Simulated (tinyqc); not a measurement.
Inside a calculation. Method: Hueckel theory of the pi electrons with the omega technique, for the molecule C=CC(=C)C(=C)C=O (SMILES; centres numbered as the heavy atoms are written). One step of it, computed by the program tinyqc.

Task: Energy, charges, bond orders. E = sum n x; q_r = z_r - P_rr; bond order p = P_rs; free valence = sqrt(3) - sum of p over the bonds of the atom.

final x values: 2.160493  1.533890  0.942392  0.542613  -0.305983  -0.613757  -1.253146  -2.056503

occupations: 2.000000  2.000000  2.000000  2.000000  0.000000  0.000000  0.000000  0.000000

final P, lower triangle:
```
           1C         2C         3C         4C         5C         6C        7C        8O
1C   0.999046
2C   0.906007   0.999862
3C   0.001555   0.413715   0.998366
4C  -0.413788  -0.000957   0.827496   0.992976
5C  -0.078506   0.000397   0.371449   0.010808   0.988266
6C   0.013219  -0.077328  -0.019774  -0.368376   0.815405   0.909957
7C  -0.013530  -0.043448   0.017128  -0.087722   0.432026   0.161938  0.818636
8O   0.037499   0.011075  -0.073671   0.021614  -0.063850  -0.398167  0.862657  1.292891
```

Centres:
```
centre  z_r, pi electrons of the neutral centre         h
1C                                            1  0.000000
2C                                            1  0.000000
3C                                            1  0.000000
4C                                            1  0.000000
5C                                            1  0.000000
6C                                            1  0.000000
7C                                            1  0.000000
8O                                            1  0.950000
```

Bonds:
```
i  j  k
1  2  1
2  3  1
3  4  1
3  5  1
5  6  1
5  7  1
7  8  1
```

Give: pi energy = 8 alpha + this times beta; pi charges; Bond orders and lengths from R = 1.517 - 0.180 p; free valence of the carbons; gap between the highest filled and the next level.

Result:

pi energy = 8 alpha + this times beta = 10.359

pi charges: 1C 0.001, 2C 0.000, 3C 0.002, 4C 0.007, 5C 0.012, 6C 0.090, 7C 0.181, 8O -0.293

Bond orders and lengths from R = 1.517 - 0.180 p (angstrom, C-C alone):
```
bond      p      R
1-2   0.906  1.354
2-3   0.414  1.443
3-4   0.827  1.368
3-5   0.371  1.450
5-6   0.815  1.370
5-7   0.432  1.439
7-8   0.863      -
```

free valence of the carbons: 1C 0.826, 2C 0.412, 3C 0.119, 4C 0.905, 5C 0.113, 6C 0.917, 7C 0.437

gap between the highest filled and the next level = 0.849 |beta|
